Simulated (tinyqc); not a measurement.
Worked calculation: trap in a gate oxide as a short-range spherical well. Values are carried at full precision from step to step, so a last printed digit may differ when a step is redone from the rounded ones.

A spherical well of radius R and depth V0 below the conduction edge, one mass m, c = hbar^2/2m0. The s level at binding Et solves k cot(k R) = -kappa with k = sqrt(m (V0 - Et)/c), kappa = sqrt(m Et/c); it exists for V0 > Vc = c (pi/2R)^2/m. Outside, psi falls as exp(-kappa r)/r.

Constants: hbar^2/2m0 = 3.80998211 eV angstrom^2; fine-structure constant alpha = 0.007297352564; hc = 1239.841984 eV nm; kB = 8.617333262e-05 eV/K.

Inputs chosen for the exercise (near those of Al2O3 on GaAs; shifted at random, so the results belong to these values and not to a real crystal):
- R = 3.5 angstrom (radius of the well)
- V0 = 5.44 eV (depth of the well)
- m = 0.315 m0 (mass)
- n_r = 1.7 (refractive index)
- dEc = 1.95 eV (conduction offset to the channel)
- Fox = 4.3 MV/cm (oxide field, lowering levels away from the channel)
- t0 = 0.59 x 1e-11 s (time constant at the interface)
- T = 200 K (temperature)
- EF = -0.08 eV (Fermi level above the channel edge)
- x = 7 angstrom (depth of the trap)

## The bound level

Solve for Et; the share outside is [sin^2(kR)/(2 kappa)]/[sin^2(kR)/(2 kappa) + R/2 - sin(2kR)/(4k)].

Et = 1.2270 eV
k = 0.5902 1/angstrom
kappa = 0.3185 1/angstrom
share outside = 0.366
Vc = 2.436 eV

The well is 2.23 times the critical depth. Since dEt/dV0 equals the share inside, 0.63, a 1 % change of V0 moves Et by 2.8 %. The decay length is 3.1 angstrom, 0.9 times R.

## Peak of the photo-ionisation cross-section

Lucovsky model (delta well, plane-wave final states, no local-field factor): sigma = (32 pi alpha c/(3 n_r m Et)) (x - 1)^(3/2)/x^3, x = h nu/Et, c = hbar^2/2m0; 1 angstrom^2 = 1e-16 cm^2.

The maximum lies at x = 2. Give the photon energy, its wavelength and sigma there.

h nu = 2.454 eV
wavelength = 505 nm
sigma = 17.7 x 1e-18 cm^2

With 37 % of the state outside the well the delta-well form is only a rough model of this centre.

## Level, tunnelling time and occupation

Energies from the conduction edge of the channel. The trap level at depth x is E_T = dEc - Et - e Fox x (1 MV/cm = 0.01 eV/angstrom). An electron at the channel edge tunnels with the WKB exponent S = (4/3) sqrt(m/c) [dEc^(3/2) - (dEc - e Fox x)^(3/2)]/(e Fox), c = hbar^2/2m0; tau = t0 exp(S); the occupation is f = 1/(1 + exp((E_T - EF)/kB T)), tau_c = tau/f and tau_e = tau/(1 - f). Lattice relaxation is left out; a level below the channel edge needs phonons as well, so tau is then a lower bound, while a level above it can also empty elastically at its own energy, through a thinner barrier, faster than this tau.

Give E_T, S, tau and ln(tau_c/tau_e) = (E_T - EF)/kB T.

E_T = 0.422 eV
S = 5.398
tau = 1.30e-09 s
ln(tau_c/tau_e) = 29.1

The level lies 29 kB T above EF, so the trap is mostly empty. A flat barrier would give S = 2 sqrt(m dEc/c) x = 5.62.

## Checks

- Et from the radial equation on a grid against the matching condition, eV: both 1.23.

tinyqc: `OMP_NUM_THREADS=1 python tinyqc.py 1251488 1251489 out.jsonl`; about 0.01 s, one thread, shared Intel(R) Xeon(R) Processor @ 2.30GHz.
